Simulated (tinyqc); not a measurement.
# FinFET, parasitic resistance, capacitance and delay: several studies

Nf fins under one contact; each has gated perimeter p = 2 Hf + Wf and cross-section A = Hf Wf; contact width Wc = Nf pf, stack height Hs = Hf. Contact length Lc = CPP - Lg - 2 Lsp, shared by two neighbouring gates. Source and drain sides are equal. The formulas are first-order estimates, not field solutions.

Values chosen for this exercise; values close to those of silicon logic devices:
- T = 300 K (temperature)
- Nf = 2 (number of fins)
- Hf = 60 nm (fin height)
- Wf = 6 nm (fin width)
- pf = 24 nm (fin pitch)
- CPP = 51 nm (contacted gate pitch)
- Lg = 18 nm (gate length)
- Lsp = 5 nm (spacer length)
- ks = 7 (relative permittivity of the spacer)
- Hc = 20 nm (gate height above the channel stack)
- rc = 4.1e-9 ohm cm^2 (contact resistivity)
- re = 0.00027 ohm cm (resistivity of the source-drain epitaxy)
- te = 20 nm (current-carrying depth of the epitaxy)
- rx = 0.00088 ohm cm (resistivity of the extension)
- Lov = 0.5 nm (gate overlap)
- Cinv = 3.2 uF/cm^2 (inversion capacitance)
- vx = 1.1e7 cm/s (injection velocity)
- mu = 260 cm^2/(V s) (apparent mobility)
- VT = 0.27 V (threshold at zero drain voltage)
- dl = 0.022 V/V (barrier lowering)
- n = 1.18 (subthreshold factor)
- Cw = 0.23 fF (wire load)
- Vdd = 0.7 V (supply voltage)

Constants: q = 1.602176634e-19 C, kB = 1.380649e-23 J/K, eps0 = 8.8541878128e-12 F/m, Vt = kB T/q. Results are converted to the units shown.

Each table varies one quantity; the others keep the values above.

## Effect of the supply voltage

Epitaxy sheet resistance Rsh = re/te, transfer length LT = sqrt(rc/Rsh), contact Rc = [sqrt(rc Rsh)/Wc] coth(Lc/(2 LT)); extension of one fin Rx = rx Lsp/A. With N fins: gate Cg = Cinv p N Lg; per side, plate Cp = ks eps0 [Wc (Hs + Hc) - N A]/Lsp, top fringe Cf = (2/pi) ks eps0 Wc ln(1 + Lg/(2 Lsp)), overlap Co = Cinv p N Lov. One fin: I = p Q vx u/(1 + |u|^1.8)^(1/1.8), Q = Cinv n Vt ln(1 + exp((Vg' - VT + dl Vd')/(n Vt))), u = Vd' mu/(vx Lg), Vg' = Vgs - v, Vd' = Vds - 2 v, with the drop on each side v = Rc (sum of I) + Rx I. Ieff = [I(Vgs = Vdd, Vds = Vdd/2) + I(Vdd/2, Vdd)]/2, total currents. With Cs = Cp + Cf + Co, the load of an inverter of two such devices driving an equal one is CL = 2 (Cg + 2 Cs) + 4 Cs + Cw (own drains counted twice for the Miller effect); delay CL Vdd/(2 Ieff).

The same in every row: Rc (ohm) = 753.5; Rx/N (ohm) = 61.11; CL (aF) = 877.6.

Results:

| Vdd (V) | Ieff (uA) | delay (ps) |
|---|---|---|
| 0.45 | 42.71 | 4.623 |
| 0.55 | 68.19 | 3.539 |
| 0.65 | 96.18 | 2.965 |
| 0.75 | 125.3 | 2.627 |
| 0.95 | 183.9 | 2.266 |

Estimate the missing row, Vdd = 0.85 V.

Computed row:

| Vdd (V) | Ieff (uA) | delay (ps) |
|---|---|---|
| 0.85 | 154.6 | 2.412 |

With this row back in the table: As Vdd goes from 0.45 to 0.95 V, Ieff rises from 42.7 to 184 uA, CL stays at 878 aF and the delay falls from 4.62 to 2.27 ps.

## Effect of the fin pitch

Same model as above.

The same in every row: Rx/N (ohm) = 61.11.

Results:

| pf (nm) | Rc (ohm) | Ieff (uA) | CL (aF) | delay (ps) |
|---|---|---|---|---|
| 18 | 1005 | 92.10 | 778.5 | 2.958 |
| 22 | 822.0 | 104.9 | 844.5 | 2.817 |
| 26 | 695.5 | 115.9 | 910.6 | 2.749 |
| 30 | 602.8 | 125.3 | 976.7 | 2.729 |
| 44 | 411.0 | 148.4 | 1208 | 2.848 |

Estimate the missing row, pf = 36 nm.

Computed row:

| pf (nm) | Rc (ohm) | Ieff (uA) | CL (aF) | delay (ps) |
|---|---|---|---|---|
| 36 | 502.3 | 136.8 | 1076 | 2.753 |

With this row back in the table: As pf goes from 18 to 44 nm, Ieff rises from 92.1 to 148 uA, CL rises from 778 to 1210 aF and the delay goes from 2.96 through a minimum of 2.73 (at pf = 30 nm among the rows listed) to 2.85 ps.

## Effect of the number of fins

Same model as above.

Results:

| Nf | Rc (ohm) | Rx/N (ohm) | Ieff (uA) | CL (aF) | delay (ps) |
|---|---|---|---|---|---|
| 1 | 1507 | 122.2 | 55.33 | 553.8 | 3.503 |
| 2 | 753.5 | 61.11 | 110.7 | 877.6 | 2.776 |
| 3 | 502.3 | 40.74 | 166.0 | 1201 | 2.533 |
| 5 | 301.4 | 24.44 | 276.6 | 1849 | 2.339 |
| 6 | 251.2 | 20.37 | 332.0 | 2173 | 2.291 |

Estimate the missing row, Nf = 4.

Computed row:

| Nf | Rc (ohm) | Rx/N (ohm) | Ieff (uA) | CL (aF) | delay (ps) |
|---|---|---|---|---|---|
| 4 | 376.8 | 30.56 | 221.3 | 1525 | 2.412 |

With this row back in the table: As Nf goes from 1 to 6, Ieff rises from 55.3 to 332 uA, CL rises from 554 to 2170 aF and the delay falls from 3.50 to 2.29 ps. From the first row to the last Ieff grows by a factor of 6.00 and CL by 3.92; the first step changes the delay by -21 %, the last by -2.1 %.

Numbers from tinyqc (`OMP_NUM_THREADS=1 python tinyqc.py 2170107 2170108 out.jsonl`; about 0.04 s on one thread of a shared Intel Xeon 2.30GHz).
